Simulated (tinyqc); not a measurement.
## Off-state leakage of single and stacked transistors: subthreshold current against the height of the stack

n-channel devices of unit width. Subthreshold current I(Vg, Vs, Vd) = I0 (T/300 K)^0.5 exp[(Vg - Vs - VT(T) - gb (Vs - Vb) + dd (Vd - Vs))/(nf Vt)] (1 - exp(-(Vd - Vs)/Vt)), VT(T) = VT - cT (T - 300 K). Gate-edge tunnelling Ig (Vd/1 V) exp(ag (Vd - 1 V)), for a gate at 0 V, and band-to-band leakage Ab u exp(-Bb/u), u = Vd - Vb + 1 V, flow at a drain held at V; both are taken as independent of T. In a stack of off transistors (all gates at 0 V) the same subthreshold current passes through each.

All n gates at 0 V, bottom source at 0 V, top drain at V; node voltages follow from equal currents.

Values chosen for this exercise; values of the order met in bulk silicon logic transistors:

| symbol | value | unit | meaning |
|---|---|---|---|
| T | 358 | K | temperature |
| V | 1.1 | V | supply voltage |
| VT | 0.34 | V | threshold at 300 K, zero drain and body bias |
| cT | 0.7 | mV/K | fall of the threshold with temperature |
| I0 | 0.65 | uA/um | current at threshold at 300 K |
| nf | 1.28 |  | slope factor |
| dd | 0.06 |  | drain-induced lowering per volt |
| gb | 0.18 |  | rise of the threshold per volt of source-body bias |
| Vb | 0 | V | body voltage |

Constants: q = 1.602176634e-19 C, kB = 1.380649e-23 J/K, Vt = kB T/q. Results are converted to the units shown.

Subthreshold current against the height of the stack:

| n | I (nA/um) | reduction factor | drain voltage of the bottom device (mV) | source voltage of the top device (mV) | voltage across the top device (V) |
|---|---|---|---|---|---|
| 1 | 1.925 | 1.000 | 1100 | 0 | 1.100 |
| 2 | 0.3302 | 5.829 | 56.14 | 56.14 | 1.044 |
| 3 | 0.1793 | 10.73 | 20.22 | 75.57 | 1.024 |
| 4 | 0.1231 | 15.64 | 12.53 | 87.56 | 1.012 |
| 5 | 0.09368 | 20.54 | 9.097 | 96.25 | 1.004 |
| 6 | 0.07562 | 25.45 | 7.146 | 103.1 | 0.9969 |

Read the table: what changes, and by how much?

The second transistor cuts the current by a factor of 5.83, the third by a further 1.84 and the sixth by 1.24. The top device keeps 90.6 % of the supply at n = 6, while the drain voltage of the bottom one falls to 0.232 Vt.

tinyqc, about 0.03 s, one thread, Intel Xeon 2.30GHz (shared host): `OMP_NUM_THREADS=1 python tinyqc.py 2242079 2242080 out.jsonl`
